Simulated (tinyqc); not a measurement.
# Changing the aspect ratio a (depth over diameter) of a hole

Model: adsorption as a lattice gas: isotherms with interactions, competition, desorption peaks and saturation dose. Computed by tinyqc, a small Python program. Command: `OMP_NUM_THREADS=1 python tinyqc.py 3007969 3007970 out.jsonl adsorb sweep`. One thread of a shared host (Intel(R) Xeon(R) Processor @ 2.30GHz), about 0.01 s of CPU time with the checks.

One adsorbate per site; a molecule needs 2 empty sites. Gas and surface have the same temperature.

Inputs (values chosen for the exercise, for a model surface):
```
quantity                             value    unit
desorption energy E                  0.716      eV
prefactor nu                       4.6e+14     1/s
site density N_s                       3.4  1/nm^2
molecular mass M                      31.8       u
sticking coefficient s0             0.0048       -
temperature T                          256       K
pressure p                           0.009      Pa
blocking by a second gas, K_B p_B     0.69       -
```

Adsorption: dissociative (second order).

Constants: u = 1.6605390666e-27 kg; k_B = 1.380649e-23 J/K; k_B = 8.617333262e-05 eV/K.

Method. Flux F = p/sqrt(2 pi M k_B T); k_d = nu exp(-E/(k_B T)); 2 s0 F (1 - theta)^2 = N_s k_d theta^2, so y = sqrt(2 s0 F/(N_s k_d)), theta = y/(1 + y). With a second gas on the same sites theta = y/(1 + y + K_B p_B). Without desorption or interaction, 99 % coverage needs the time 99 N_s/(2 s0 F). For a round hole of aspect ratio a in molecular flow with unit sticking (Gordon), the time is N_s/(2F) x [1 + (19/4) a + (3/2) a^2]. The larger of the two times is a rough guide.

One run for each value:
```
aspect ratio a (depth over diameter) of a hole  time for the hole (s)  time on a flat surface (s)
1.0                                                        4.6896e-02                      133.41
2.3                                                        1.2846e-01                      133.41
5.1                                                        4.1553e-01                      133.41
12.0                                                       1.7723e+00                      133.41
26.0                                                       7.3643e+00                      133.41
59.0                                                       3.5594e+01                      133.41
130.0                                                      1.6797e+02                      133.41
300.0                                                      8.8246e+02                      133.41
```

What does the table show, and why?

Over the rows, time for the hole (s) rises from 0.0469 to 882 (exponent d ln y / d ln x 1.2 between the first rows and 2.0 between the last); time on a flat surface (s) does not change. At the high end the exponent of time for the hole is 1.98, close to 2: diffusion along the hole.

Caution (all rows): with k_d = nu exp(-E/(k_B T)) of these inputs desorption is not negligible over the time on a flat surface, so without interaction 99 % coverage is not reached.
